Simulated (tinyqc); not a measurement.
What moves the results: valley splitting in a one-orbital chain of atomic planes (second-neighbour model). A value that a table varies takes the place of the one given here.

Each (001) plane carries one orbital with energy e0, hopping v to the next plane and u to the second: E(phi) = e0 + 2 v cos(phi) + 2 u cos(2 phi), where phi = pi - k a/4 (the sign of every second orbital is chosen so that v > 0, which shifts the phase by pi). The minimum lies at cos(phi0) = -v/(4u), phi0 = pi - (pi/2) k0 for a valley at k0 (2 pi/a), and e0 puts it at zero. A slab of N planes has hard walls: the matrix simply ends.

A well of Nw planes between barriers of 40 planes each (as of a SiGe alloy, taken as an offset alone). With x = j - 39.5 for plane j = 0, 1, ..., the potential is V0 (f(x) + f(Nw - x)) + F (j - 40) a/4, f(y) = 1/(1 + exp(y/L)), a step for L = 0; L is in planes, 4 L is about the distance over which f goes from 0.88 to 0.12, and 1 MV/m = 1e-4 V/angstrom.

Constants: hbar^2/2m0 = 3.80998211 eV angstrom^2.

Inputs chosen for the exercise (near those of the Delta valleys of silicon; abrupt walls in this chain split the valleys several times more than measured wells; shifted at random, so the results belong to these values and not to a real crystal):
- a = 5.434 angstrom (lattice constant; planes lie a/4 apart)
- ml = 0.971 m0 (longitudinal mass)
- N0 = 37 (first number of planes)
- Nf = 150 (planes in the thick slab)
- V0 = 0.18 eV (barrier height)
- F = 10 MV/m (field)
- Nw = 48 (planes in the well)
- k0 = 0.836 2 pi/a (position of the valley)

## Splitting against the number of planes

u = 0.568421 eV
v = 0.579268 eV
e0 = 1.284423 eV
phi0 = 1.828407 rad

Ten slabs from N0 on, of thickness (N - 1) a/4 between the outer planes. Effective mass: E1 = (c/ml)(pi/W)^2 with W = (N + 2) a/4: the amplitude vanishes on two missing planes at each end, and the envelope has its nodes N + 2 spacings apart. Large-N estimate of the splitting: 16 pi^2 u |sin(phi0) sin((N + 2) phi0)|/(N + 2)^3.

Doublet (meV):

| N | thickness (angstrom) | mean level | effective mass | splitting | estimate |
|---|---|---|---|---|---|
| 37 | 48.91 | 13.78 | 13.80 | 1.155 | 1.189 |
| 38 | 50.26 | 13.10 | 13.11 | 1.068 | 1.045 |
| 39 | 51.62 | 12.46 | 12.48 | 0.490 | 0.529 |
| 40 | 52.98 | 11.89 | 11.90 | 1.156 | 1.153 |
| 41 | 54.34 | 11.32 | 11.35 | 0.121 | 0.089 |
| 42 | 55.70 | 10.83 | 10.84 | 0.947 | 0.961 |
| 43 | 57.06 | 10.35 | 10.36 | 0.556 | 0.535 |
| 44 | 58.42 | 9.90 | 9.92 | 0.564 | 0.586 |
| 45 | 59.77 | 9.49 | 9.50 | 0.758 | 0.750 |
| 46 | 61.13 | 9.09 | 9.11 | 0.135 | 0.157 |

The mean level falls smoothly, from 13.8 to 9.1 meV, within 0.3 % of the effective-mass value. The splitting swings between 0.121 (N = 41) and 1.156 meV (N = 40): one plane more or less changes the phase between the two walls by phi0 = 1.828 rad. The estimate misses the computed values by at most 0.039 meV.

## Splitting against the electric field

A thick slab in a field F: plane j = 0, 1, ... gains the energy F j a/4 (1 MV/m = 1e-4 V/angstrom), which presses the electron against the first wall. The exponent is the slope of ln(splitting) against ln F between 20 and 50 MV/m.

Doublet:

| F (MV/m) | mean level (meV) | splitting (meV) | splitting/F (meV per MV/m) |
|---|---|---|---|
| 1 | 7.74 | 0.1405 | 0.1405 |
| 2 | 12.20 | 0.2810 | 0.1405 |
| 5 | 22.19 | 0.7028 | 0.1406 |
| 10 | 34.79 | 1.4060 | 0.1406 |
| 20 | 54.33 | 2.8134 | 0.1407 |
| 30 | 70.37 | 4.2219 | 0.1407 |
| 50 | 97.20 | 7.0419 | 0.1408 |

exponent = 1.00

The splitting goes from 0.1405 to 7.0419 meV. At high field it grows as F^1.00: at a single hard wall it follows the squared slope of the envelope, which is proportional to F, while the level itself grows about as F^(2/3) (here F^0.63). A hard wall is the sharpest interface possible; real Si interfaces split several times less.

## Sharp and graded interfaces

The lowest doublet for several interface widths L.

Doublet:

| L (planes) | 4 L (angstrom) | mean level (meV) | splitting (micro-eV) |
|---|---|---|---|
| 0.00 | 0.00 | 31.16 | 1405.86 |
| 0.25 | 1.36 | 31.32 | 742.83 |
| 0.50 | 2.72 | 31.56 | 144.06 |
| 0.75 | 4.08 | 31.87 | 26.51 |
| 1.00 | 5.43 | 32.27 | 4.83 |
| 1.50 | 8.15 | 33.26 | 0.14 |
| 2.00 | 10.87 | 34.47 | 0.00 |

The mean level moves by +3.3 meV over the table, while the splitting falls from 1405.9 micro-eV at a step to 4.83 at L = 1 plane, a factor 291. Coupling the valleys needs the Fourier component of the potential at twice the valley wave vector, a period of a few planes, and grading removes it. Random alloy disorder, left out here, sets the splitting once this part is gone.

## What each parameter does

Step interfaces (L = 0). u, v, e0 follow from 8 u sin^2(phi0) = (2c/ml)/(a/4)^2, v = -4u cos(phi0), e0 = 2u + v^2/(4u), c = hbar^2/2m0. Each row changes one parameter from the base and keeps the others.

Results:

| case | mean level (meV) | splitting (micro-eV) |
|---|---|---|
| base | 31.16 | 1405.9 |
| k0 = 0.846 2 pi/a | 31.17 | 1409.5 |
| ml = 1.068 m0 | 30.22 | 1405.9 |
| V0 = 0.27 eV | 32.07 | 1405.9 |
| F = 20 MV/m | 46.81 | 2812.5 |
| Nw = 49 | 31.16 | 1419.1 |

The largest shifts from the base row, up to three for each result and ties (the steps differ in size, so this ranks the rows, not the parameters). mean level (meV): F +15.64, ml -0.94, V0 +0.90; unchanged at the printed digits by Nw. splitting (micro-eV): F +1406.6, Nw +13.2, k0 +3.7; unchanged at the printed digits by ml and V0.

Run: tinyqc, `OMP_NUM_THREADS=1 python tinyqc.py 1450310 1450311 out.jsonl`; Intel(R) Xeon(R) Processor @ 2.30GHz, one thread, shared host; about 0.02 s of CPU time with all checks.
